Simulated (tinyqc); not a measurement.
What each parameter does: delta-doped layer in the Thomas-Fermi potential.

All donors ionised in the plane z = 0, zero temperature, energies from the Fermi level EF of the Thomas-Fermi model, which lies at the bulk band edge; c = hbar^2/2m0, q = e^2/(4 pi eps0). gv = 4 equivalent valleys, m_d = sqrt(m3^3/mz) in the plane. With n = (gv/3 pi^2)(m3 (-V)/c)^(3/2) and V'' = -(4 pi q/eps) n for z > 0, the solution is V = -b/(|z| + z0)^4 with sqrt(b) = 20/K, K = (4 pi q/eps)(gv/3 pi^2)(m3/c)^(3/2), and z0^5 = 4b/(e F0), e F0 = 2 pi q N/eps; 1e13/cm^2 = 1e-3/angstrom^2. Exchange and correlation are left out.

Subbands solve -(c/m_z) psi'' + V psi = E psi on 1280 points of spacing z0/80; up to ten levels for each group, kept if bound with an rms width below 2.5 z0.

Constants: hbar^2/2m0 = 3.80998211 eV angstrom^2; e^2/(4 pi eps0) = 14.39964547 eV angstrom.

Inputs chosen for the exercise (near those of a delta-doped layer in Ge; shifted at random, so the results belong to these values and not to a real crystal): m3 = 0.226 m0 (density-of-states mass of a valley); mz = 0.119 m0 (mass along z); eps = 16.3 (dielectric constant); N = 2.3 x 1e13/cm^2 (donor sheet density).

z0, depth, lowest level and its rms width.

Results for these values:
```
case  z0 (angstrom)  depth (eV)  lowest (eV)  rms z (angstrom)
base          48.45      0.1546      -0.0476             22.58
```

What happens to each result for eps = 14.7, all else kept?

Answer: z0 falls from 48.45 to 45.54; depth rises from 0.1546 to 0.1612; lowest falls from -0.0476 to -0.0480; rms z falls from 22.58 to 22.26.

The same for each parameter in turn:
```
case                  z0 (angstrom)  depth (eV)  lowest (eV)  rms z (angstrom)
base                          48.45      0.1546      -0.0476             22.58
N = 3.68 x 1e13/cm^2          44.10      0.2252      -0.0745             18.47
eps = 14.7                    45.54      0.1612      -0.0480             22.26
m3 = 0.26 m0                  44.54      0.1422      -0.0395             24.08
mz = 0.101 m0                 48.45      0.1546      -0.0446             24.85
```

(tinyqc, `OMP_NUM_THREADS=1 python tinyqc.py 1282152 1282153 out.jsonl`, Intel(R) Xeon(R) Processor @ 2.30GHz, 1 thread, shared host, about 0.1 s.)
